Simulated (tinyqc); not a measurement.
Solid solubility of a dopant against its melt (retrograde solidus), clustering and the electrically active fraction: one step, computed by the program tinyqc. Command: `OMP_NUM_THREADS=1 python tinyqc.py 3015052 3015053 out.jsonl retro walk`. One thread of a shared host (Intel(R) Xeon(R) Processor @ 2.30GHz), about 0.01 s of CPU time with the checks.

Problem. Liquidus and solidus at T. x_l and x_s are atom fractions of the dopant in melt and solid; the solid is dilute. Liquidus of the host: R T ln(1 - x_l) + L x_l^2 = -H_f (1 - T/T_m). Distribution: k = x_s/x_l = exp[L (1 - x_l)^2/(R T)] exp(S/k_B - H/(k_B T)), the first factor being the activity coefficient in the melt. Solubility = x_s N0; at T_m x_l = 0.

Inputs (values chosen for the exercise, of the order of those of gold in silicon for the solubility): melting point of the host T_m = 1687 K; heat of melting of the host H_f = 50.2 kJ/mol; interaction L of the melt = -19 kJ/mol; enthalpy of transfer from melt to solid H = 1.72 eV; entropy of transfer S = 2.65 k_B; site density N0 = 5e+22 1/cm^3; temperature T = 1160 K.

Constants: R = 8.314462618 J/(mol K); k_B = 8.617333262e-05 eV/K.

Give: x_l; distribution coefficient k; x_s; solubility; k at the melting point.

Solution.

x_l = 0.6001

distribution coefficient k = 3.478e-07

x_s = 2.087e-07

solubility = 1.043e+16 1/cm^3

k at the melting point = 2.656e-05

k has changed by a factor 0.013 from its value at T_m, while x_l has grown from 0 to 0.600.
